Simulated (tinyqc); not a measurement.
# Gain factor and gap resistance from two string resistances

Problem. At small bit-line voltage each of the 64 cells has the resistance 1/(K x) at overdrive x (no mobility reduction) in series with a gap resistance Rg. Find K, Rg and the share of the gaps at the higher overdrive.

resistance of a string of 64 equal cells at overdrives of 4.3 and 8.5 V (kohm): 1865.0655  1196.4920

Answer. The resistance per cell is a straight line in 1/x with slope 1/K and intercept Rg.

K = 11.00 uA/V^2
Rg = 8.000 kohm
share of the gaps = 42.79 %

Computed by the program tinyqc: `OMP_NUM_THREADS=1 python tinyqc.py 2142087 2142088 out.jsonl`, one thread of a shared Intel Xeon 2.30GHz, about 0.5 s for the whole run.
